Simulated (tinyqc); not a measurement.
Specific resistance of a metal-semiconductor contact and its transmission-line measurement: one step, computed by the program tinyqc. Command: `OMP_NUM_THREADS=1 python tinyqc.py 3009844 3009845 out.jsonl contact walk`. One thread of a shared host (Intel(R) Xeon(R) Processor @ 2.30GHz), about 0.01 s of CPU time with the checks.

The barrier is parabolic (depletion approximation), energies E are normal energies counted from the band edge in the neutral semiconductor (downwards for holes), and the bias is zero. xi is an input, held fixed when other inputs move.

Question. Transmission and supply. WKB transmission for E < E_b, with a = E/E_b: D = exp{-(E_b/E_00) [sqrt(1 - a) - a ln((1 + sqrt(1 - a))/sqrt(a))]}; D = 1 above. f = 1/(1 + exp((E - xi)/k_B T)).

Inputs (values chosen for the exercise, modelled on p-type silicon): Fermi level above the band edge in the bulk, xi = 0.15 eV; temperature T = 400 K.

Image-force lowering: included.

barrier used, above the bulk band edge = 0.2337940 eV

E_00 = 163.8988 meV

Constants: k_B = 8.617333262e-05 eV/K.

Give: E, D, f and D f at E/E_b = 0.05, 0.15, 0.3, 0.45, 0.6, 0.75, 0.9, 0.98.

Answer.

E, D, f and D f at E/E_b = 0.05, 0.15, 0.3, 0.45, 0.6, 0.75, 0.9, 0.98:

| E/E_b | E (eV) | D | f | D f |
|---|---|---|---|---|
| 0.05 | 0.01169 | 0.29084 | 0.98223 | 0.28568 |
| 0.15 | 0.03507 | 0.37819 | 0.96559 | 0.36517 |
| 0.30 | 0.07014 | 0.50881 | 0.91027 | 0.46315 |
| 0.45 | 0.10521 | 0.64053 | 0.78575 | 0.50329 |
| 0.60 | 0.14028 | 0.76788 | 0.57006 | 0.43774 |
| 0.75 | 0.17535 | 0.88201 | 0.32403 | 0.28580 |
| 0.90 | 0.21041 | 0.96977 | 0.14771 | 0.14324 |
| 0.98 | 0.22912 | 0.99730 | 0.09151 | 0.09126 |

Caution: the barrier is thinner than 1.5 nm, about the spacing of dopants, so a smooth parabolic barrier and WKB are rough.
